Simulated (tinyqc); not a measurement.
Worked calculation: Weaire-Thorpe hybrids on a Bethe lattice: gap and dangling bond of an amorphous tetrahedral solid. Values are carried at full precision from step to step, so a last printed digit may differ when a step is redone from the rounded ones.

Four sp3 hybrids an atom at energy 0, coupled by -V1 on the atom and by -V2 along a bond; the bonds form a tree (no rings). For any network the gap runs at least from -V2 + V1 to V2 - 3 V1, and p-like states pile up at -V2 + V1 and V2 + V1. On the tree the gap is wider: it ends at Ec = -V1 + sqrt(V2^2 + 4 V1^2 - 2 sqrt3 V1 V2), which makes it well wider than the gaps of the real glasses. A branch seen from a hybrid has the self-energy S = V2^2 g, where g is the Green function of the hybrid across the bond, whose three partners carry S themselves. With a = z - V1, b = a - S: g = 1/(a + V1 b/(b + 3 V1)), z = E + i eta. A full atom has G = (1/b)(b + 3 V1)/(b + 4 V1) per hybrid; a dangling hybrid with shift dh has G = 1/(1/g - dh).

Values chosen for the exercise (of the size of tabulated hybrid energies for tetrahedral carbon; shifted at random, so the results belong to these values and not to a real crystal): V1 = 2.06 eV (coupling of two hybrids on one atom); V2 = 9.83 eV (coupling of the two hybrids of a bond); E = -9.89 eV (energy); eta = 0.02 eV (broadening); dh = -1.58 eV (shift of the dangling hybrid (rehybridisation)).

## Edges

Bounds -V2 + V1 and V2 - 3 V1. On the tree the s-like bands are narrower: E = -V1 -/+ sqrt(V2^2 + 4 V1^2 + V1 V2 e) with e from -2 sqrt3 to 2 sqrt3 (for a crystal, -4 to 4), so the conduction edge is -V1 + sqrt(V2^2 + 4 V1^2 - 2 sqrt3 V1 V2).

edges (eV): Ev -7.7700, Ec(bound) 3.6500, Ec(tree) 4.5321

gaps (eV): (bound, reached in the crystal) 11.4200, (tree) 12.3021

The gap needs no periodicity, only V2 > 2 V1 (here V2/V1 = 4.772); leaving out rings widens it by 0.882 eV. Two parameters overstate the gap of carbon more than twofold (diamond has 5.5 eV).

## The self-energy at one energy

S = V2^2 g is a quadratic A S^2 + B S + C = 0 with A = a + V1, B = -(a (a + 4 V1) + V2^2), C = V2^2 (a + 3 V1), a = z - V1. Of the two roots take the one with Im S < 0 (if both qualify, the decaying one, with the smaller |V1 V2 g/(b + 3 V1)|).

A, B, C: -9.8900+0.0200i  -140.9630+0.3132i  -557.5488+1.9326i

roots (eV): -7.1136+2.3653i  -7.1395-2.3624i

S = -7.1395-2.3624i eV

## Densities at that energy

With z = E + i eta, b = z - V1 - S: full atom G = (b + 3 V1)/(b (b + 4 V1)); g = S/V2^2; dangling hybrid 1/(1/g - dh); densities -Im G/pi.

G (1/eV): (bulk) -0.0760-0.0962i, (dangling with dh = 0) -0.0739-0.0244i, (dangling with dh) -0.0823-0.0313i
densities (1/eV): (bulk) 0.0306, (dangling with dh = 0) 0.0078, (dangling with dh) 0.0100

## The dangling-bond level

For eta = 0 the level solves 1/g(E) = dh inside the gap (bisection); its weight on the dangling hybrid is 1/(d(1/g)/dE), by central differences with step 1e-5 eV.

level = -1.3808 eV
above Ev = 6.3892 eV
weight on the dangling hybrid = 0.877

The level lies at 52 % of the gap of the tree; 12 % of it spreads over the back bonds.

## Checks

- Conduction edge from the formula against the zero of the discriminant: both 4.53211.
- S from the quadratic against damped iteration of S = V2^2 g: both -7.139475.

Run: tinyqc, `OMP_NUM_THREADS=1 python tinyqc.py 1480413 1480414 out.jsonl`; Intel(R) Xeon(R) Processor @ 2.30GHz, one thread, shared host; about 0.02 s of CPU time with all checks.
